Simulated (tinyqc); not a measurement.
# Inputs raised by 10 %, one at a time

Model: space-charge-limited current through a thin insulating or semi-insulating film with traps. Computed by tinyqc, a small Python program. Command: `OMP_NUM_THREADS=1 python tinyqc.py 3004538 3004539 out.jsonl sclc sens`. One thread of a shared host (Intel(R) Xeon(R) Processor @ 2.30GHz), about 0.01 s of CPU time with the checks.

One ohmic injecting contact at x = 0 (field zero), drift only, non-degenerate free carriers.

Inputs (values chosen for the exercise, modelled on semi-insulating GaN):
```
quantity                                            value        unit
permittivity eps                                      9.7           -
band mobility mu                                      380  cm^2/(V s)
effective density of states N_c                   2.3e+18      1/cm^3
trap density N_t                                    7e+18      1/cm^3
equilibrium Fermi level below the band edge, E_0     0.71          eV
thickness d                                            40          nm
free density at the anode, in units of N_c        0.00018           -
temperature T                                         300           K
trap level E_t below the band edge                   0.28          eV
```

Traps: single level.

Constants: k_B = 8.617333262e-05 eV/K; e = 1.602176634e-19 C; eps_0 = 8.8541878128e-12 F/m.

Method:
- Free density n_0 = N_c exp(-E_0/k_B T) in equilibrium; trapped density n_t(n) = N_t/(1 + n_1/n), n_1 = N_c exp(-E_t/k_B T).
- theta = n/(n + n_t) at the anode density; trap-filled-limit voltage V_TFL = e (N_t - n_t(n_0)) d^2/(2 eps eps_0).
- J = e mu n F and (eps eps_0/e) dF/dx = n - n_0 + n_t(n) - n_t(n_0) = rho(n). With F = J/(e mu n): d = (eps eps_0 J/(e^2 mu)) I_1 and V = (eps eps_0 J^2/(e^3 mu^2)) I_2, I_k = int_(n_L)^infinity dn/(n^(k+1) rho(n)), n_L the density at the anode; with u = n_L/n, 200 Gauss-Legendre points in t, u = 1 - (1 - t)^2.
- Anode field J/(e mu n_L); Mott-Gurney current (9/8) eps eps_0 mu V^2/d^3; ohmic current e n_0 mu V/d.

Runs:
```
input moved                                    from        to  current density J (A/cm^2)  voltage V (V)       theta  V_TFL (V)
base run                                          -         -                  1.2487e+05         10.084  6.5637e-05     10.447
permittivity eps                                9.7     10.67                  1.1352e+05          9.168  6.5637e-05      9.497
band mobility mu (cm^2/(V s))                   380       418                  1.3736e+05         10.084  6.5637e-05     10.447
trap density N_t (1/cm^3)                     7e+18   7.7e+18                  1.3735e+05         11.092  5.9671e-05     11.491
thickness d (nm)                                 40        44                  1.3736e+05         12.202  6.5637e-05     12.640
trap level E_t below the band edge (eV)        0.28     0.308                  1.2933e+05         10.329  6.1339e-05     10.447
temperature T (K)                               300       330                  1.1484e+05          9.505  7.6533e-05     10.447
free density at the anode, in units of N_c  0.00018  0.000198                  1.3802e+05         10.118  7.1551e-05     10.447
```

Exponents ln(y'/y) / ln(x'/x):
```
input                                       current density J  voltage V   theta  V_TFL
permittivity eps                                       -1.000     -1.000   0.000     -1
band mobility mu                                        1.000      0.000   0.000      0
trap density N_t                                        1.000      0.999  -1.000      1
thickness d                                             1.000      2.000   0.000      2
trap level E_t below the band edge                      0.368      0.251  -0.711      0
temperature T                                          -0.879     -0.621   1.611      0
free density at the anode, in units of N_c              1.050      0.035   0.905      0
```

Which inputs matter most for each result?

Among the inputs moved here: current density J answers most in size to free density at the anode, in units of N_c (exponent +1.050), next to permittivity eps (-1.000). Its exponent +1.000 in band mobility mu: the mobility only scales the current. Its exponent +1.000 in thickness d: at a fixed anode density J scales as d. Voltage V answers most in size to thickness d (exponent +2.000), next to permittivity eps (-1.000); its exponent is below 0.0005 for band mobility mu. Its exponent +2.000 in thickness d: at a fixed anode density V scales as d^2. Theta answers most in size to temperature T (exponent +1.611), next to trap density N_t (-1.000); its exponent is below 0.0005 for permittivity eps, band mobility mu, thickness d. V_TFL answers most in size to thickness d (exponent +2.000), next to permittivity eps (-1.000); its exponent is below 0.0005 for band mobility mu, trap level E_t below the band edge, temperature T, free density at the anode, in units of N_c. Its exponent +1.000 in trap density N_t: the charge of the filled traps.

Caution (all rows): J V exceeds 1e5 W/cm^2, where self-heating, left out here, would matter. Caution (all rows): mu V/d exceeds 1e7 cm/s, so velocity saturation would limit the current.
